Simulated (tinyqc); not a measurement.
MOS structure on a p-type body with a surface-enhanced doping, non-linear Poisson equation by Newton steps: one step of the calculation.

One dimension, insulator interface at x = 0, acceptor density Na + N0 exp(-x/Ls), net doping C = -(acceptor density). psi is counted from the intrinsic level: n = ni exp((psi - Vb)/Vt), p = ni exp(-psi/Vt); deep in the body psi_b = -Vt ln(Na/ni). The gate acts through Cox = eps0 eox/tox and has the potential psi_G = Vg - (phiM - chi - Vt ln(Nc/ni)). Boltzmann statistics, full ionisation, classical densities, no oxide or interface charge.

Question. Scales and end potentials. ni = sqrt(Nc Nv) exp(-Eg/(2 Vt)), Eg in volts; Cox, psi_G and psi_b as defined.

Inputs (values chosen for the exercise); band and dielectric values close to those of silicon: temperature T = 400 K; band gap Eg = 1.11 eV; conduction-band density of states at T Nc = 4.23e19 cm^-3; valence-band density of states at T Nv = 4.08e19 cm^-3; electron affinity chi = 3.99 eV; acceptor density deep in the body Na = 8.6e17 cm^-3; relative permittivity of the gate insulator (close to silicon dioxide) eox = 3.9; insulator thickness tox = 8.4 nm; gate work function phiM = 4.54 eV; gate voltage against the body Vg = 5.22 V.

Constants: q = 1.602176634e-19 C, kB = 1.380649e-23 J/K, Vt = kB T/q, eps0 = 8.8541878128e-14 F/cm where lengths are in cm. Results are converted to the units shown.

Give: ni; Cox; psi_G; psi_b.

Answer.

ni = 4.225e12 cm^-3
Cox = 0.4111 uF/cm^2
psi_G = 5.226 V
psi_b = -0.4213 V

Numbers from tinyqc (`OMP_NUM_THREADS=1 python tinyqc.py 2080140 2080141 out.jsonl`; about 0.6 s on one thread of a shared Intel Xeon 2.30GHz).
